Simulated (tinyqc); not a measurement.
# Millisecond and nanosecond annealing: surface heating, thermal budget and solid-phase regrowth, step by step

A worked calculation. Computed by tinyqc, a small Python program that keeps every step. Command: `OMP_NUM_THREADS=1 python tinyqc.py 3020577 3020578 out.jsonl flash walk`. One thread of a shared host (Intel(R) Xeon(R) Processor @ 2.30GHz), about 0.02 s of CPU time with the checks. Intermediate numbers are printed to about 7 digits and carried at full precision; extremes and crossings named in words are read from the listed rows.

A square pulse heats the surface of a thick wafer with constant thermal properties; losses by radiation are neglected and silicon melts at 1414 C.

Inputs (values chosen for the exercise, modelled on hot silicon with boron):
```
quantity                      value        unit
incident fluence              0.566      J/cm^2
pulse length t_p            2.2e-07           s
reflectance R                  0.52           -
thermal conductivity k         0.23    W/(cm K)
heat capacity per volume c     2.14  J/(cm^3 K)
preheat temperature T0          200           C
wafer thickness d               775          um
dopant prefactor D0           0.946      cm^2/s
dopant activation energy E      3.5          eV
regrowth prefactor v0       3.2e+08        cm/s
regrowth energy E_v            2.72          eV
amorphous layer                 9.7          nm
```

Source: pulsed laser.

Constants: k_B = 8.617333262e-05 eV/K.

## Peak temperature

Absorbed flux q = (1 - R) fluence/t_p; kappa = k/c. With f(z, t) = (2 q/k) sqrt(kappa t) ierfc(z/(2 sqrt(kappa t))), ierfc(x) = exp(-x^2)/sqrt(pi) - x erfc(x): T = T0 + f(z, t) during the pulse and T0 + f(z, t) - f(z, t - t_p) after it. At the surface the rise at the end of the pulse is 2 q sqrt(t_p/(pi k c)); the fluence that just melts the surface scales with (1414 - T0).

absorbed flux q = 1234909 W/cm^2

kappa = 0.1074766 cm^2/s

thermal length sqrt(kappa t_p) = 1.537689 um

peak temperature = 1131.602 C

fluence at the melting threshold = 0.7375722 J/cm^2

The heated layer is 0.2 % of the wafer thickness, so the cold bulk quenches the surface. Caution: cold silicon conducts heat several times better than the constant k used here, so the real melting fluence is higher.

## Temperature in depth and time

The formulas are those given above.

Temperature (C):
```
t/t_p   surface  z = 0.5 thermal lengths     z = 1     z = 2
0.10    494.599                 248.8913  203.2551  200.0006
0.25    665.801                 364.8260  241.4907  200.8075
0.50    858.742                 526.6061  337.5724  214.0200
0.75   1006.791                 660.2999  436.1098  243.4664
1.00   1131.602                 776.4229  529.6520  282.9814
1.10    882.474                 770.3716  562.2245  300.5114
1.50    682.233                 648.7768  562.8430  361.9212
2.00    585.882                 569.2145  523.5601  392.1633
4.00    449.622                 445.1590  432.2461  387.0845
10.00   351.178                 350.1856  347.2464  336.0545
```

One tenth of a pulse length after the end the surface has lost 249 C: cooling starts as sqrt(t - t_p), much faster than heating ends.

## Thermal budget

Temperatures in kelvin are T(C) + 273.15. Integrate exp(-E/(k_B T(t))) at the surface from 0 to 10 t_p (Gauss-Legendre, 60 points in sqrt(t) up to t_p and 60 in sqrt(t - t_p) after it). (Dt) = D0 x integral with E; regrowth = v0 x integral with E_v; effective time = integral/exp(-E/(k_B T_peak)).

budget (Dt) = 5.687624e-21 cm^2

diffusion length 2 sqrt(Dt) = 0.001508327 nm

effective time over t_p = 0.09850036

possible regrowth = 0.01537063 nm

Only 9.9 % of the pulse counts at the peak; the estimate 2 k_B T_peak^2/(E (T_peak - T0)) gives 10.4 %. The amorphous layer of 9.7 nm regrows only by 0.16 % of its thickness. Caution: equilibrium diffusivities are used; implant damage enhances diffusion, and k and c vary with temperature. Caution: a diffusion length below the atomic spacing of 0.235 nm means about one jump per atom or fewer, so the profile does not change measurably.

## Same peak temperature, different pulse lengths

For each t_p the flux is set so that the peak temperature stays the same: q sqrt(t_p) is fixed.

Pulses:
```
t_p (s)   fluence (J/cm^2)    q (W/cm^2)  thermal length (um)  2 sqrt(Dt) (nm)  regrowth (nm)
1.00e-07      3.815971e-01  1.831666e+06         1.036709e+00     1.016914e-03   6.986649e-03
1.00e-06      1.206716e+00  5.792237e+05         3.278363e+00     3.215764e-03   6.986649e-02
1.00e-05      3.815971e+00  1.831666e+05         1.036709e+01     1.016914e-02   6.986649e-01
1.00e-04      1.206716e+01  5.792237e+04         3.278363e+01     3.215764e-02   6.986649e+00
3.00e-04      2.090094e+01  3.344150e+04         5.678291e+01     5.569866e-02   2.095995e+01
1.00e-03      3.815971e+01  1.831666e+04         1.036709e+02     1.016914e-01   6.986649e+01
3.00e-03      6.609456e+01  1.057513e+04         1.795633e+02     1.761346e-01   2.095995e+02
1.00e-02      1.206716e+02  5.792237e+03         3.278363e+02     3.215764e-01   6.986649e+02
```

Fluence and diffusion length grow as sqrt(t_p), regrowth as t_p. The layer of 9.7 nm regrows from t_p = 0.0003 s on among these rows, at a diffusion length of 0.056 nm. Caution: the shortest pulses need a source absorbed within their thermal length, and the longest also heat the back of the wafer, which the thick-wafer formula leaves out.

Checks made by the program: heat stored at the end of the pulse against the absorbed fluence (relative difference below 1e-10).
